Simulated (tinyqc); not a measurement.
How errors in the targets pass to the parameters: fitting sp3s* parameters to three gaps by Newton steps.

J:
```
           Esa     Vxapc    Vscpa
Gamma  0.29742   0.00000  0.00000
X      0.10691  -0.85357  0.00000
L      0.14711  -0.22870  0.33273
```

The gaps at Gamma, X and L of an sp3s* model are fitted with Esa, Vxapc and Vscpa; J holds the derivatives of the gaps by these parameters at the start. The change of each parameter for +10 meV on one target is 10 J^-1, in meV.

Shifts (meV):
```
target raised   Esa  Vxapc  Vscpa
Gamma          33.6    4.2  -12.0
X               0.0  -11.7   -8.1
L               0.0    0.0   30.1
```

root sum of squares (meV): Esa 33.6, Vxapc 12.4, Vscpa 33.3

What can be read from this table?

Independent errors of 10 meV leave Esa least certain (34 meV) and Vxapc best fixed (12.4 meV). The largest single entry, 34 meV, comes from the target at Gamma.

tinyqc: `OMP_NUM_THREADS=1 python tinyqc.py 1481537 1481538 out.jsonl`; about 0.2 s, one thread, shared Intel(R) Xeon(R) Processor @ 2.30GHz.
